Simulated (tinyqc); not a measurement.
Order of the levels against the shift of xy: tight-binding t2g bands of a cubic perovskite.

Orbitals yz, zx, xy (X, Y, Z below) times spin. E_xy = Dt + 2t (2 - cos x - cos y) + 2 td (1 - cos z) + 4 t2 (1 - cos x cos y) with x = kx a and so on; yz and zx follow by cyclic change, without Dt. Spin-orbit term -(Dso/3) L.sigma + Dso/3 with (L_k)_ij = -i epsilon_kij in X, Y, Z: for Dt = 0 the quartet lies at 0 and the doublet at Dso.

Constants: hbar^2/2m0 = 3.80998211 eV angstrom^2.

Values chosen for the exercise (of the size met in SrTiO3 and KTaO3; the results hold for these values, not for the real material):

| symbol | value | unit | meaning |
|---|---|---|---|
| a | 3.993 | angstrom | lattice constant |
| t | 0.424 | eV | strong hopping |
| td | 0.035 | eV | weak hopping |
| t2 | 0.082 | eV | diagonal hopping in the plane of the orbital |
| Dso | 0.042 | eV | spin-orbit splitting at Gamma |

Levels at Gamma, the xy weight of the lowest pair and its mass along [100] from m/m0 = c q^2/(E(q) - E(0)), q = 0.001 (2 pi/a).

At Gamma:

| Dt (eV) | pair 1 (eV) | pair 2 (eV) | pair 3 (eV) | xy weight of pair 1 | mass (m0) |
|---|---|---|---|---|---|
| -0.30 | -0.2872 | 0.0000 | 0.0292 | 0.996 | 0.407 |
| -0.15 | -0.1384 | 0.0000 | 0.0304 | 0.986 | 0.409 |
| -0.08 | -0.0700 | 0.0000 | 0.0320 | 0.961 | 0.414 |
| -0.03 | -0.0236 | 0.0000 | 0.0356 | 0.872 | 0.433 |
| -0.01 | -0.0072 | 0.0000 | 0.0392 | 0.759 | 0.458 |
| 0.01 | 0.0000 | 0.0061 | 0.0459 | 0.000 | 0.768 |
| 0.03 | 0.0000 | 0.0146 | 0.0574 | 0.000 | 0.768 |
| 0.08 | 0.0000 | 0.0225 | 0.0995 | 0.000 | 0.767 |
| 0.15 | 0.0000 | 0.0252 | 0.1668 | 0.000 | 0.767 |

What can be read from this table?

For Dt > 0 the lowest pair is the pure yz, zx combination at 0, with mass 0.767 at Dt = 0.15 eV. For Dt < 0 it gains xy weight, 0.76 at -0.01 and 1.00 at -0.3 eV, and its mass tends to the light value 0.406; the scale of the change is Dso = 0.042 eV.

tinyqc: `OMP_NUM_THREADS=1 python tinyqc.py 1452097 1452098 out.jsonl`; about 0.01 s, one thread, shared Intel(R) Xeon(R) Processor @ 2.30GHz.
